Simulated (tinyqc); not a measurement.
## Long-channel MOSFET, surface-potential model: potential, charge and velocity along the channel

n-channel transistor on a uniformly doped p-type body, gradual-channel approximation, constant mobility, Boltzmann statistics, full ionisation. Potentials are counted from the neutral body; V is the electron quasi-Fermi potential, Vsb at the source and Vsb + Vds at the drain. Charges are magnitudes per area.

ni = sqrt(Nc Nv) exp(-Eg/(2 Vt)), Eg in volts; phiF = Vt ln(Na/ni); Cox = eps0 eox/tox; gamma = sqrt(2 q eps0 eps_r Na)/Cox. The surface potential psi at channel potential V solves Vgs + Vsb - Vfb - psi = gamma sqrt(G), G = psi - Vt + Vt exp((psi - 2 phiF - V)/Vt). Charge sheet: Qi = Cox gamma [sqrt(G) - sqrt(psi - Vt)]; I = mu (W/L) [integral of Qi dpsi from psi_0 to psi_L (drift) + Vt (Qi0 - QiL) (diffusion)], with psi_0 at V = Vsb and psi_L at V = Vsb + Vds. The current is the same at every point, so the place y where the channel potential is Vsb + v follows from y/L = I(Vds = v)/I(Vds); the mean carrier velocity is I/(W Qi).

Parameters, values chosen for the exercise; material values those of a made-up semiconductor:
- T = 300 K (temperature)
- Eg = 1.15 eV (band gap)
- eps_r = 11.7 (relative permittivity of the semiconductor)
- Nc = 3e19 cm^-3 (conduction-band density of states at T)
- Nv = 2.1e19 cm^-3 (valence-band density of states at T)
- Na = 3.6e16 cm^-3 (acceptor density of the body)
- eox = 25.5 (relative permittivity of the gate insulator)
- tox = 62 nm (insulator thickness)
- Vfb = -0.55 V (flat-band voltage)
- mu = 230 cm^2/(V s) (channel mobility)
- W = 2 um (gate width)
- L = 10 um (gate length)
- Vsb = 0 V (source-body reverse bias)
- Vgs = 0.87 V (gate-source voltage)
- Vds = 0.5 V (drain-source voltage)

Constants: q = 1.602176634e-19 C, kB = 1.380649e-23 J/K, Vt = kB T/q, eps0 = 8.8541878128e-14 F/cm where lengths are in cm. Results are converted to the units shown.

Along the channel:
```
v (V)  psi (V)  Qi (nC/cm^2)     y/L  velocity (cm/s)
0.036   0.9525         65.03  0.2718          3.265e4
0.072   0.9821         52.57  0.4954          4.039e4
0.109    1.011         40.30  0.6769          5.269e4
0.145    1.038         29.10  0.8087          7.296e4
0.181    1.062         18.99  0.9000          1.118e5
0.217    1.082         10.57  0.9559          2.009e5
0.254    1.097         4.516  0.9847          4.702e5
0.29     1.104         1.499  0.9955          1.416e6
```

Half of the listed voltage range, v = 0.145 V, is reached at y/L = 0.809. The charge falls from 65.0 to 1.50 nC/cm^2 over the rows, so the velocity rises by a factor of 43.4 to keep the current constant.

Numbers from tinyqc (`OMP_NUM_THREADS=1 python tinyqc.py 2360118 2360119 out.jsonl`; about 0.07 s on one thread of a shared Intel Xeon 2.30GHz).
